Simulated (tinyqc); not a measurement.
# Inductance and parasitic capacitance from two readings

Inverse problem. A loss-free coil L in parallel with C shows the apparent inductance L/(1 - w^2 L C), w = 2 pi f. Find L, C and the self-resonance 1/(2 pi sqrt(L C)).

apparent inductance at 4.4 and 6.7 GHz (nH): [5.2950445, 9.2400001]

Answer. The inverse of the reading is 1/L - w^2 C, a straight line in w^2.

L = 4.000 nH
C = 80.00 fF
self-resonance = 8.897 GHz

Computed by the program tinyqc: `OMP_NUM_THREADS=1 python tinyqc.py 2302101 2302102 out.jsonl`, one thread of a shared Intel Xeon 2.30GHz, about 0.01 s for the whole run.
